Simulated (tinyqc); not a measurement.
What each parameter does: two-dimensional electron gas with Rashba and Dresselhaus coupling.

H = c k^2/m + al (ky sx - kx sy) + b1 (kx sx - ky sy) + gam kx ky (kx sy - ky sx), s the Pauli matrices, x = [100], c = hbar^2/2m0, b1 = gam (pi/L)^2 (hard walls). H = c k^2/m + B.s, so E = c k^2/m -/+ |B| and the lower state has its spin along -B.

Constants: hbar^2/2m0 = 3.80998211 eV angstrom^2.

Values chosen for the exercise (of the size met in GaN; not measured data): m = 0.2277 m0 (mass); al = 0.0044 eV angstrom (Rashba constant); gam = 0 eV angstrom^3 (bulk Dresselhaus constant); L = 183 angstrom (width of the (001) well); n = 12 1e11/cm^2 (sheet density (one subband filled)).

Splittings 2|B| at k0 = sqrt(2 pi n) along [100], [110] and [-110], and E0 = c k0^2/m; 1e11/cm^2 = 1e-5/angstrom^2.

One parameter was then changed.

Results before and after:

| case | [100] (meV) | [110] (meV) | [-110] (meV) | E0 (meV) |
|---|---|---|---|---|
| base | 0.2416 | 0.2416 | 0.2416 | 12.62 |
| changed | 0.2416 | 0.2416 | 0.2416 | 11.47 |

Which of these changes was made? (a) al = 0.00528 eV angstrom; (b) n = 18 1e11/cm^2; (c) m = 0.25047 m0; (d) L = 203 angstrom; (e) gam = 3 eV angstrom^3.

Answer: (c) m = 0.25047 m0. Of the candidates, run in turn, only this one gives the changed row.

All candidates:

| case | [100] (meV) | [110] (meV) | [-110] (meV) | E0 (meV) |
|---|---|---|---|---|
| base | 0.2416 | 0.2416 | 0.2416 | 12.62 |
| m = 0.25047 m0 | 0.2416 | 0.2416 | 0.2416 | 11.47 |
| al = 0.00528 eV angstrom | 0.2900 | 0.2900 | 0.2900 | 12.62 |
| gam = 3 eV angstrom^3 | 0.2465 | 0.2281 | 0.2552 | 12.62 |
| L = 203 angstrom | 0.2416 | 0.2416 | 0.2416 | 12.62 |
| n = 18 1e11/cm^2 | 0.2959 | 0.2959 | 0.2959 | 18.92 |

(tinyqc, `OMP_NUM_THREADS=1 python tinyqc.py 1481684 1481685 out.jsonl`, Intel(R) Xeon(R) Processor @ 2.30GHz, 1 thread, shared host, about 0.01 s.)
